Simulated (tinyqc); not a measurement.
Band-to-band tunnelling and avalanche in a reverse-biased abrupt junction: one step, computed by the program tinyqc. Command: `OMP_NUM_THREADS=1 python tinyqc.py 3012705 3012706 out.jsonl zener walk`. One thread of a shared host (Intel(R) Xeon(R) Processor @ 2.30GHz), about 0.01 s of CPU time with the checks.

Direct Kane tunnelling in the local field (for indirect gaps the mass is an effective fit) and one ionisation coefficient for both carriers. N is the doping of the light side, or N_A N_D/(N_A + N_D) for the symmetric junction; the built-in voltage is taken as E_g/e.

Problem. Junction at the given bias. E_g(T) = E_g - (T - 300 K)(-dE_g/dT); b(T) = b [1 + (rise)(T - 300 K)]; w = sqrt(2 eps eps_0 (V_R + E_g/e)/(e N)); F_m = 2 (V_R + E_g/e)/w; the field falls linearly from F_m to 0 on both sides.

Inputs (values chosen for the exercise, modelled on germanium):
```
quantity                                  value    unit
band gap at 300 K, E_g                    0.654      eV
gap narrowing with temperature, -dE_g/dT   0.37   meV/K
permittivity eps                             16       -
effective doping N                        5e+16  1/cm^3
reverse bias V_R                           0.65       V
temperature T                               350       K
```

Junction: symmetric.

Constants: eps_0 = 8.8541878128e-12 F/m; e = 1.602176634e-19 C.

Give: E_g(T); depletion width w; peak field F_m; shortest tunnelling distance E_g/(e F_m).

Solution.

E_g(T) = 0.6355 eV

depletion width w = 213.2 nm

peak field F_m = 0.1206 MV/cm

shortest tunnelling distance E_g/(e F_m) = 52.71 nm
